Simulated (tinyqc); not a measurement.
Comparisons within one model: Shockley-Read-Hall recombination through one deep level. A value that a table varies takes the place of the one given here.

One level at Et with degeneracy 1: tn = 1/(sn vth Nt), tp = 1/(sp_ vth Nt), n1 = Nc exp((Et - Eg)/kT), p1 = Nv exp(-Et/kT), ni^2 = n1 p1. Equilibrium n0 = Nm, p0 = ni^2/Nm; n = n0 + dn, p = p0 + dn. U = (n p - ni^2)/(tp (n + n1) + tn (p + p1)), lifetime dn/U; emission rates en = sn vth n1, ep = sp_ vth p1.

Constants: kB = 8.617333262e-05 eV/K.

Inputs chosen for the exercise (gap and densities of states near those of GaAs at this temperature; not measured data): E1 = 0.312 eV (level (+1/0) above Ev); E2 = 0.874 eV (level (0/-1) above Ev); gm = 2 (degeneracy of the middle state, the others 1); T = 400 K; Eg = 1.377 eV (gap); Nc = 6.3e+17 1/cm^3 (conduction-band density of states); Nv = 1.5e+19 1/cm^3 (valence-band density of states); Nd = 1.1e+15 1/cm^3 (ionised shallow donors minus acceptors); Et = 0.312 eV (recombination level above Ev); Nt = 1.9e+14 1/cm^3 (defects); sn = 2.1e-15 cm^2 (electron capture cross-section); sp_ = 1.7e-15 cm^2 (hole capture cross-section); vth = 18000000 cm/s (thermal velocity, both carriers); Nm = 4.8e+16 1/cm^3 (equilibrium electrons for the lifetime steps); dn = 8.8e+15 1/cm^3 (excess pairs).

## Charge state against the Fermi level (deep level with several charge states)

Energies from Ev. The defect has charge states +1, 0, -1 with weights 1, gm exp((EF - E1)/kT), exp((2 EF - E1 - E2)/kT); the shares are the weights over their sum. Boltzmann carriers: n = Nc exp((EF - Eg)/kT), p = Nv exp(-EF/kT). Neutrality: p - n + Nd + Nt <q> = 0.

Shares:
```
EF (eV),+1,0,-1,<q>
0.083,0.997,0.003,0.000,0.997
0.193,0.940,0.060,0.000,0.940
0.303,0.394,0.606,0.000,0.394
0.413,0.026,0.974,0.000,0.026
0.523,0.001,0.999,0.000,0.001
0.633,0.000,0.999,0.000,0.000
0.744,0.000,0.989,0.011,-0.011
0.854,0.000,0.781,0.219,-0.219
0.964,0.000,0.128,0.872,-0.872
1.074,0.000,0.006,0.994,-0.994
1.184,0.000,0.000,1.000,-1.000
1.294,0.000,0.000,1.000,-1.000
```

What does this show?

Where the levels are several kT apart the middle state rules between about E1 - kT ln gm = 0.288 and E2 + kT ln gm = 0.898 eV; its largest share listed is 0.999. Each step spreads from 10 % to 90 % over 4.4 kT = 0.151 eV.

## Defects against doping (deep level with several charge states)

Nt takes the listed multiples of |Nd|; the resistivity uses mobilities of 1000 (electrons) and 300 (holes) cm^2/(V s), chosen for the exercise, and e = 1.602176634e-19 C.

Neutral state:
```
Nt/|Nd|,EF (eV),n (1/cm^3),p (1/cm^3),rho (ohm cm)
0.01,1.1578,1.09e+15,3.88e+04,5.73
0.10,1.1545,9.90e+14,4.27e+04,6.30
0.30,1.1458,7.70e+14,5.49e+04,8.10
0.60,1.1266,4.41e+14,9.59e+04,14.2
0.90,1.0803,1.15e+14,3.68e+05,54.3
1.10,0.9754,5.49e+12,7.70e+06,1.14e+03
1.50,0.9217,1.15e+12,3.66e+07,5.40e+03
3.00,0.8740,2.89e+11,1.46e+08,2.16e+04
10.00,0.8222,6.44e+10,6.57e+08,9.67e+04
```

How do the results move?

EF goes from 1.158 to 0.822 eV and the resistivity from 5.73 to 9.67e+04 ohm cm, with a largest value of 9.67e+04. The largest move of EF, -0.105 eV, comes between Nt/|Nd| = 0.9 and 1.1; the levels lie at 0.312 and 0.874 eV. A defect can take up to one carrier of either sign, so the doping can be cancelled no earlier than Nt = |Nd|, there only if EF lies well beyond the level that takes the carriers and otherwise at larger Nt (mean charge -0.10 in the last row).

## Lifetime against injection

Recombination:
```
dn (1/cm^3),lifetime (microsecond),U (1/(cm^3 s))
1.0e+11,0.1771,5.65e+17
1.0e+12,0.1771,5.65e+18
1.0e+13,0.1771,5.65e+19
1.0e+14,0.1774,5.64e+20
1.0e+15,0.1798,5.56e+21
1.0e+16,0.2002,4.99e+22
1.0e+17,0.2677,3.74e+23
1.0e+18,0.3051,3.28e+24
```

How do the results move?

The lifetime rises from 0.1771 to 0.3051 microsecond; tn + tp = 0.3112. At low injection it is tp (1 + n1/n0) + tn p1/n0 with n1/Nm = 5e-13 and p1/Nm = 0.037: re-emission lengthens it to 1.03 times the minority capture time. Auger and radiative paths are left out; they cut in at the highest injections, and in a doped direct-gap crystal the radiative one counts at all injections. dn = dp neglects trapped charge, which matters where the traps hold a charge comparable with dn, at low injection and with very unequal cross sections.

## Where a level does most harm

Et takes the values listed; G = Nt en ep/(en + ep) in a depleted region; the lifetime is for dn = 1e11 1/cm^3.

Results:
```
Et (eV),lifetime (microsecond),G (1/(cm^3 s))
0.083,4.09,2.25e+08
0.193,0.333,5.47e+09
0.303,0.179,1.33e+11
0.413,0.172,3.23e+12
0.523,0.172,7.86e+13
0.633,0.172,1.91e+15
0.744,0.172,2.08e+16
0.854,0.172,1.51e+15
0.964,0.172,6.23e+13
1.074,0.172,2.56e+12
1.184,0.180,1.05e+11
1.294,0.375,4.33e+09
```

How do the results move?

Generation peaks where en = ep, at Eg/2 + (kT/2) ln(sp_ Nv/(sn Nc)) = 0.739 eV; the largest value listed is at 0.744 eV, and G falls by a decade for each 0.079 eV away from the peak. The lifetime is within a factor 2 of its minimum, 0.172 microsecond, from 0.193 to 1.184 eV: recombination tolerates a wide range of Et, generation a narrow one.

## What moves lifetime and leakage

G = Nt en ep/(en + ep). Each row changes one parameter from the base and keeps the others.

Results:
```
case,lifetime (microsecond),G (1/(cm^3 s))
base,0.1979,1.73e+11
Et = 0.352 eV,0.1949,5.51e+11
sn = 4.2e-15 cm^2,0.1849,3.45e+11
sp_ = 3.4e-15 cm^2,0.1119,1.73e+11
Nt = 9.5e+13 1/cm^3,0.3958,8.63e+10
Nm = 1.44e+17 1/cm^3,0.1816,1.73e+11
dn = 2.64e+16 1/cm^3,0.2247,1.73e+11
```

How do the results move?

The largest shifts from the base row, up to three for each result and ties (the steps differ in size, so this ranks the rows, not the parameters). lifetime (microsecond): Nt +0.198, sp_ -0.0860, dn +0.0268. G (1/(cm^3 s)): Et +3.78e+11, sn +1.73e+11, Nt -8.63e+10; unchanged at the printed digits by sp_, Nm and dn.

tinyqc: `OMP_NUM_THREADS=1 python tinyqc.py 1680459 1680460 out.jsonl`; about 0.01 s, one thread, shared Intel(R) Xeon(R) Processor @ 2.30GHz.
